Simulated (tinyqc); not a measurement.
Two-sublattice mean-field magnet: ferrimagnet, compensation points and susceptibility: one step, computed by the program tinyqc.

A random alloy A(1-x)B(x) with H = -sum over pairs J S_i.S_j. a = <S_A> and b = <S_B> are taken along z, a > 0. Exchange fields: h_A = (1 - x) zJ_AA a + x zJ_AB b, h_B = (1 - x) zJ_AB a + x zJ_BB b; a = S_A B_(S_A)(S_A h_A/(k_B T)) and likewise for b, with the Brillouin function B_S(y) = [(2S + 1)/(2S)] coth[(2S + 1) y/(2S)] - [1/(2S)] coth[y/(2S)].

Task: Net moment and spin. Net moment m = (1 - x) g_A a + x g_B b in mu_B per site; net spin s = (1 - x) a + x b. At T = 0, a = S_A and b = -S_B. Effective g = m/s.

Inputs (values chosen for the exercise, for a model ferrimagnet):
```
quantity               value  unit
spin S_A                 1.5     -
spin S_B                 1.5     -
g factor g_A             2.1     -
g factor g_B               2     -
fraction x of B sites    0.4     -
```

a = 1.028466

b = -0.4404973

Give: net moment m; net spin s; m at T = 0; effective g.

Result:

net moment m = 0.94347 mu_B

net spin s = 0.44088

m at T = 0 = 0.69 mu_B

effective g = 2.1400

A dominates at T, as at T = 0.
